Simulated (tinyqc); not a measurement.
What each parameter of the potential does: deformation potentials from a strained empirical pseudopotential.

Diamond lattice, no spin-orbit coupling. Atomic form factor V(q) = a1 (q^2 - a2)/(a3 exp(a4 q^2) - 1) in rydberg with q in 1/bohr, for the unstrained cell. Under a strain e the reciprocal vectors and k go over into (1 + e)^(-1) G, the atoms sit at +/- tau with tau = (1 + e) a (1,1,1)/8 - zeta a (eyz, ezx, exy)/4, and H(G,G') = c |k + G|^2 delta + (V(q)/det(1 + e)) cos(q.tau), q = G - G', with the term q = 0 left out; c = hbar^2/2m0. The basis is fixed before straining: all G with |k + G|^2 up to 16 (2 pi/a)^2. k is given in units of 2 pi/a of the unstrained cell.

Constants: hbar^2/2m0 = 3.80998211 eV angstrom^2; Ry = 13.60569312 eV; a0 (Bohr radius) = 0.5291772105 angstrom.

Values chosen for the exercise (near those of Si; shifted at random, so the results belong to these values and not to a real crystal): a = 5.431 angstrom (lattice constant); a1 = 0.537; a2 = 2.167; a3 = 2.077; a4 = 0.486; kD = 0.82 2 pi/a (position of the Delta minimum).

Gaps from the valence top to level 8 at Gamma and level 5 at (kD,0,0) and L, and their deformation potentials [E(+h) - E(-h)]/(3 ln((1 + h)/(1 - h))) for e = +/- h 1, h = 0.002. The row for the lattice constant keeps V(q) without the volume factor, so it is not a strain. Each row changes one parameter from the base and keeps the others.

Results:

| case | Gamma (eV) | Delta (eV) | L (eV) | potential Gamma (eV) | potential Delta (eV) | potential L (eV) |
|---|---|---|---|---|---|---|
| base | 4.213 | 0.985 | 1.982 | -8.71 | 2.67 | -1.91 |
| a = 5.377 angstrom | 4.329 | 0.690 | 1.883 | -8.40 | 2.96 | -1.75 |
| a1 = 0.542 | 4.256 | 1.051 | 2.030 | -8.78 | 2.66 | -1.92 |
| a2 = 2.189 | 4.100 | 1.059 | 1.978 | -8.78 | 2.62 | -1.94 |
| a3 = 2.098 | 4.164 | 0.893 | 1.919 | -8.61 | 2.66 | -1.91 |
| a4 = 0.491 | 4.119 | 0.900 | 1.907 | -8.54 | 2.74 | -1.84 |

The largest shifts from the base row, up to three for each result and ties (the steps differ in size, so this ranks the rows, not the parameters). Gamma (eV): a +0.116, a2 -0.113, a4 -0.093. Delta (eV): a -0.295, a3 -0.091, a4 -0.085. L (eV): a -0.099, a4 -0.074, a3 -0.063. potential Gamma (eV): a +0.30, a4 +0.17, a3 +0.09. potential Delta (eV): a +0.29, a4 +0.07, a2 -0.05. potential L (eV): a +0.16, a4 +0.07, a2 -0.03; unchanged at the printed digits by a3.

Computed by tinyqc, a small Python program: `OMP_NUM_THREADS=1 python tinyqc.py 1881124 1881125 out.jsonl` (the numbers bound the seed that draws the inputs); one thread of a shared host (Intel(R) Xeon(R) Processor @ 2.30GHz), about 0.2 s for the whole set of steps.
